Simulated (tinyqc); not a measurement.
Changing the width of the heat source w: self-heating of a transistor with one or more fingers, with temperature-dependent conductivity. Computed by tinyqc, a small Python program. Command: `OMP_NUM_THREADS=1 python tinyqc.py 3027069 3027070 out.jsonl selfheat sweep`. One thread of a shared host (Intel(R) Xeon(R) Processor @ 2.30GHz), about 0.08 s of CPU time with the checks.

N long parallel fingers lie on the top face of a slab whose bottom is held at T_0; the top is otherwise insulated, and heat flows in two dimensions. P in W/mm is 1000 P in W/m.

Inputs (values chosen for the exercise, modelled on indium phosphide):

| quantity | value | unit |
|---|---|---|
| conductivity at the base temperature kappa_0 | 67.7 | W/(m K) |
| power per gate width P | 0.62 | W/mm |
| fingers N | 4 | - |
| finger pitch s | 41 | micrometre |
| substrate thickness t | 340 | micrometre |
| phonon free path Lambda | 110 | nm |

Power: fixed power.

Method:
- A line source of power P on the top face raises the top at distance x by (P/(pi kappa_0)) g(x), g(x) = -ln tanh(pi x/(4 t)) (the image sum for the slab). On a strip of width w the centre sees the mean of g over the strip, g_0 = 1 + ln(8 t/(pi w)) for w much below t.
- theta_i = (P/(pi kappa_0)) [g_0 + sum over j != i of g(|i - j| s)], with equal powers and constant conductivity; thermal resistance = largest theta/P.
- Near a source smaller than the free path, Fourier's law overstates the flow. Rough estimate: a strip that emits phonons into a half space adds a resistance times area of 4 Lambda/(3 kappa_0), from the ballistic flux C v Delta T/4 with kappa_0 = C v Lambda/3, so Delta T_b = 4 Lambda P/(3 kappa_0 w); Knudsen number Lambda/w.

One run for each value:

| width of the heat source w (micrometre) | thermal resistance (K mm/W) | ballistic rise Delta T_b (K) | Delta T_b / largest theta | Knudsen number |
|---|---|---|---|---|
| 0.03 | 83.060 | 44.773 | 0.86942 | 3.6667 |
| 0.06 | 79.801 | 22.386 | 0.45246 | 1.8333 |
| 0.12 | 76.542 | 11.193 | 0.23586 | 0.9167 |
| 0.24 | 73.283 | 5.597 | 0.12318 | 0.4583 |
| 0.49 | 69.927 | 2.741 | 0.06323 | 0.2245 |
| 0.99 | 66.620 | 1.357 | 0.03285 | 0.1111 |
| 2.00 | 63.314 | 0.672 | 0.01711 | 0.0550 |
| 4.00 | 60.055 | 0.336 | 0.00902 | 0.0275 |

Over the rows, thermal resistance (K mm/W) falls from 83.1 to 60.1 (exponent d ln y / d ln x -0.058 between the first rows and -0.076 between the last); ballistic rise Delta T_b (K) falls from 44.8 to 0.336 (exponent d ln y / d ln x about -1.0 throughout); Delta T_b / largest theta falls from 0.869 to 0.00902 (exponent d ln y / d ln x about -0.93 throughout). The exponent of ballistic rise Delta T_b stays at -1: the ballistic term goes as the flux P/w. The Fourier resistance grows only as ln(1/w), the ballistic term as 1/w, so the latter gains weight for narrow sources; it passes a tenth of the Fourier rise between w = 0.24 and 0.49 micrometre.

Caution (rows 0.0300, 0.0600, 0.120): the source is narrower than two phonon free paths, so the Fourier result understates the rise at the source.

Extremes, crossings and ranges named in words are read from the listed rows.
